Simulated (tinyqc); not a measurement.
Bandgap voltage reference from two bipolar transistors: output against temperature.

Two transistors of area 1 and N carry the same current I. Is(T) = Is (T/T0)^eta exp[(Vg0 q/kB)(1/T0 - 1/T)], VBE1 = Vt ln(I/Is(T)) + I rb, VBE2 = Vt ln(I/(N Is(T))) + I rb/N. The amplifier forces I R1(T) = VBE1 - VBE2 + Vos, with R(T) = R (1 + tc (T - T0)) for both resistors, and the output is Vref = VBE1 + I R2(T). Base currents and the Early effect are neglected.

Vt = kB T/q; I = (Vt ln N + Vos)/(R1(T) - rb (1 - 1/N)).

Values chosen for this exercise; values of the order met in silicon bipolar transistors: reference temperature T0 = 298 K; band-gap voltage extrapolated to 0 K Vg0 = 1.21 V; temperature exponent of the saturation current eta = 4; saturation current of the unit transistor at T0 Is = 6.1e-18 A; area ratio of the second transistor N = 24; resistor across which the difference of VBE falls, at T0 R1 = 14 kohm; temperature coefficient of both resistors tc = 300 ppm/K; offset of the amplifier Vos = 0 mV; series resistance of the unit transistor rb = 0 ohm; output resistor at T0 R2 = 102.6 kohm.

Constants: q = 1.602176634e-19 C, kB = 1.380649e-23 J/K. Results are converted to the units shown.

Output against temperature:

| T (K) | I (uA) | VBE1 (V) | I R2 (V) | Vref (V) | Vref - Vref(T0) (mV) | dVref/dT (uV/K) |
|---|---|---|---|---|---|---|
| 218 | 4.3693 | 0.86112 | 0.43753 | 1.2987 | -7.8282 | 142.38 |
| 233 | 4.6485 | 0.83302 | 0.46764 | 1.3007 | -5.8286 | 124.42 |
| 253 | 5.0168 | 0.79514 | 0.50778 | 1.3029 | -3.5663 | 102.11 |
| 273 | 5.3807 | 0.75683 | 0.54792 | 1.3048 | -1.7332 | 81.442 |
| 298 | 5.8294 | 0.70839 | 0.59809 | 1.3065 | 0 | 57.548 |
| 323 | 6.2714 | 0.65937 | 0.64827 | 1.3076 | 1.1595 | 35.494 |
| 348 | 6.7069 | 0.60983 | 0.69845 | 1.3083 | 1.7878 | 15.007 |
| 373 | 7.1359 | 0.55978 | 0.74862 | 1.3084 | 1.9211 | -4.1296 |
| 398 | 7.5588 | 0.50928 | 0.79880 | 1.3081 | 1.5911 | -22.089 |
| 423 | 7.9755 | 0.45834 | 0.84897 | 1.3073 | 0.82525 | -39.014 |

What does the comparison show?

VBE1 falls by 1.96 mV/K on average and I R2 rises by 2.01 mV/K. The slope of Vref vanishes at T = 367 K. Between 233 and 398 K Vref spans 7.76 mV, or 36.0 ppm/K by the box method (span over the average over T, over 165 K).

Numbers from tinyqc (`OMP_NUM_THREADS=1 python tinyqc.py 2062089 2062090 out.jsonl`; about 0.02 s on one thread of a shared Intel Xeon 2.30GHz).
